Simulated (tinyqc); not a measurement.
Scattering rates of a carrier in a spherical band by Fermi's golden rule: one step, computed by the program tinyqc.

All processes here are isotropic or elastic, and the rate listed is the momentum relaxation rate.

Question. The band at energy E. Kane band: hbar^2 k^2/(2 m) = E (1 + alpha E), speed v = hbar k/(m (1 + 2 alpha E)), states per spin, volume and energy g(E) = m k (1 + 2 alpha E)/(2 pi^2 hbar^2); overlap factors are set to 1. Masses are multiplied by m_0 and all formulas are in SI units.

Inputs (values chosen for the exercise, modelled on electrons in germanium): density-of-states mass of one valley m = 0.214 m_0; non-parabolicity alpha = 0.67 1/eV; carrier energy E = 200 meV.

Crystal: non-polar. Band: Kane. Impurity formula: Brooks-Herring. Further scattering: alloy.

Constants: m_0 = 9.1093837015e-31 kg; e = 1.602176634e-19 C; hbar = 1.054571817e-34 J s.

Give: wave number k; speed v; g(E).

Answer.

wave number k = 1.129 1/nm

speed v = 4.815e+05 m/s

g(E) = 2.036e+20 1/(eV cm^3)

Non-parabolicity raises g(E) by a factor 1.350 and changes the speed by a factor 0.840 against a parabolic band at the same E.
